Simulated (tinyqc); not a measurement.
Film thickness from the threshold shift.

Inverse problem. Undoped body with a flat potential across it, hard walls, transport along x. Three valley pairs (g = 2 each) with the longitudinal mass along x, y or z. Non-parabolicity enters the subband edges through E (1 + al E) = gamma, so E = 2 gamma/(1 + sqrt(1 + 4 al gamma)); motion within a subband is taken as parabolic with the band-edge mass. Energies are counted from the bulk band edge. gamma = C (pi k/(t + dl))^2/mz, C = hbar^2/(2 m0). Each subband has N_k = g sqrt(mx my) m0 kB T/(pi hbar^2); without degeneracy n = exp(EF/Vt) sum N_k exp(-E_k/Vt). Classical value Nc times t, Nc = sum over valleys of 2 g (m m0 kB T/(2 pi hbar^2))^1.5 with m = (mx my mz)^(1/3). Threshold shift dVT = Vt ln(classical value/sum N_k exp(-E_k/Vt)). Find t and the lowest subband edge.

Values chosen for this exercise; masses close to those of silicon: temperature T = 400 K; longitudinal mass ml = 0.91 m0; transverse mass mt = 0.192 m0; non-parabolicity al = 0.5 1/eV; widening of the box by penetration into the insulator dl = 0.3 nm.

Constants: q = 1.602176634e-19 C, kB = 1.380649e-23 J/K, hbar = 1.054571817e-34 J s, m0 = 9.1093837015e-31 kg, Vt = kB T/q, hbar^2/(2 m0) = 0.0380998212 eV nm^2. Results are converted to the units shown.

dVT = 13.587193 mV

Answer. dVT is evaluated for trial values of t with all subbands; between 1.5 and 25 nm one value matches.

t = 9.40 nm
E_1 = 4.38 meV

tinyqc, about 0.06 s, one thread, Intel Xeon 2.30GHz (shared host): `OMP_NUM_THREADS=1 python tinyqc.py 2350025 2350026 out.jsonl`
